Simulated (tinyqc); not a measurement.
Oscillation of the Fermi level: Landau levels of massive Dirac electrons in two valleys.

H = hv (tau kx sx + ky sy) + (D/2) sz. Conduction levels E_N = sqrt(D^2/4 + 2N hv^2/l^2) - D/2 from the band edge; N = 1, 2, ... occur in both valleys, N = 0 in one valley only (its partner in the other valley lies at the valence edge). Each state is twofold in spin; spin splittings are left out, although in real dichalcogenides the spin-orbit splitting exceeds the level spacing and changes the filling sequence.

In a field B along z: l = 1/sqrt((e/hbar) B) is the magnetic length, n_B = B/(h/e) the number of states per area in one level, hbar wc = 2 muB B/m for mass m in m0; 1/angstrom^2 = 1e16/cm^2.

Level 0 takes 2 n_B electrons and each higher level 4 n_B. At zero temperature and without broadening EF sits in the partly filled level.

Constants: e/hbar = 1.519267448e-05 1/(T angstrom^2); h/e = 413566.7697 T angstrom^2; muB = 5.788381798e-05 eV/T.

Parameters, chosen for this exercise (near those of a WSe2 monolayer; the results hold for these values, not for the real material): hv = 3.22 eV angstrom (hbar v); D = 1.85 eV (gap); n = 4.5 x 1e11/cm^2 (electron sheet density); Bo = (0.858, 0.97, 1.12, 1.31, 1.6, 2.04, 2.81, 4.53, 11.6) T (fields).

Fixed density, zero temperature, no broadening. At B = 0, EF = sqrt(D^2/4 + hv^2 pi n) - D/2.

Filling:

| B (T) | nu | partly filled level | EF (meV) | filled share |
|---|---|---|---|---|
| 0.858 | 21.69 | 5 | 0.73 | 0.92 |
| 0.970 | 19.19 | 5 | 0.83 | 0.30 |
| 1.12 | 16.62 | 4 | 0.76 | 0.65 |
| 1.31 | 14.21 | 4 | 0.89 | 0.05 |
| 1.60 | 11.63 | 3 | 0.82 | 0.41 |
| 2.04 | 9.12 | 2 | 0.69 | 0.78 |
| 2.81 | 6.62 | 2 | 0.96 | 0.16 |
| 4.53 | 4.11 | 1 | 0.77 | 0.53 |
| 11.6 | 1.60 | 0 | 0.00 | 0.80 |

EF at B = 0 = 0.79 meV

EF runs between 0.0 and 1.0 meV around its zero-field value of 0.8 meV. It follows a level while that level empties and falls to the next one down when nu passes a filled shell; the partly filled level changes 5 times in this table.

Program tinyqc; command `OMP_NUM_THREADS=1 python tinyqc.py 1281129 1281130 out.jsonl`; about 0.01 s on one thread of a shared Intel(R) Xeon(R) Processor @ 2.30GHz.
